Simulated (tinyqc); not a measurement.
Comparisons within one model: Fermi-Dirac statistics of conduction electrons. A value that a table varies takes the place of the one given here.

Non-parabolic band E (1 + alpha E) = c k^2/m: n = Nc (2/sqrt(pi)) integral_0^infinity sqrt(x (1 + a x)) (1 + 2 a x) dx/(1 + exp(x - eta)) with a = alpha kT and eta = (EF - Ec)/kT; a = 0 gives n = Nc F_1/2(eta).

Constants: hbar^2/2m0 = 3.80998211 eV angstrom^2; kB = 8.617333262e-05 eV/K.

Inputs chosen for the exercise (near those of GaN, lowest valleys alone; not measured data):
```
symbol  value    unit    meaning
m       0.197    m0      density-of-states mass of the conduction band
T       300      K
alpha   0.19     1/eV    non-parabolicity
n       5.3e+18  1/cm^3  electron density
```

## Parabolic against non-parabolic filling

N = 2 (m kB T/(4 pi c))^(3/2) with c = hbar^2/2m0, in 1/angstrom^3; times 1e24 for 1/cm^3. k_F = (3 pi^2 n)^(1/3) and the energy E0 that solves E (1 + alpha E) = c k_F^2/m give the limit of zero temperature.

EF - Ec (meV):
```
n (1/cm^3)  parabolic  non-parabolic  non-parabolic, 0 K
2.0e+17         -61.1          -61.6                 6.3
9.0e+17         -19.3          -19.9                17.2
3.0e+18          20.4           19.5                38.2
1.0e+19          78.5           76.6                84.6
3.0e+19         175.5          169.2               173.0
1.0e+20         397.4          370.5               372.4
```

Non-parabolicity lowers EF by 0.5 meV at the lowest density and by 26.9 meV at the highest, where alpha (EF - Ec) = 0.07. Temperature lowers EF below its 0 K value by 67.9 meV at the lowest density and by 1.9 meV at the highest. EF enters the band between 9e+17 and 3e+18 1/cm^3.

## What moves the Fermi level

N = 2 (m kB T/(4 pi c))^(3/2) with c = hbar^2/2m0, in 1/angstrom^3; times 1e24 for 1/cm^3. Each row changes one parameter from the base and keeps the others.

Results:
```
case                 parabolic EF - Ec (meV)  non-parabolic EF - Ec (meV)
base                                   44.18                        43.00
m = 0.1773 m0                          51.80                        50.47
T = 350 K                              39.55                        38.16
n = 2.65e+18 1/cm^3                    15.74                        14.94
alpha = 0.285 1/eV                     44.18                        42.42
```

The largest shifts from the base row, up to three for each result and ties (the steps differ in size, so this ranks the rows, not the parameters). parabolic EF - Ec (meV): n -28.44, m +7.62, T -4.63; unchanged at the printed digits by alpha. non-parabolic EF - Ec (meV): n -28.06, m +7.48, T -4.84.

(tinyqc, `OMP_NUM_THREADS=1 python tinyqc.py 1651737 1651738 out.jsonl`, Intel(R) Xeon(R) Processor @ 2.30GHz, 1 thread, shared host, about 0.01 s.)
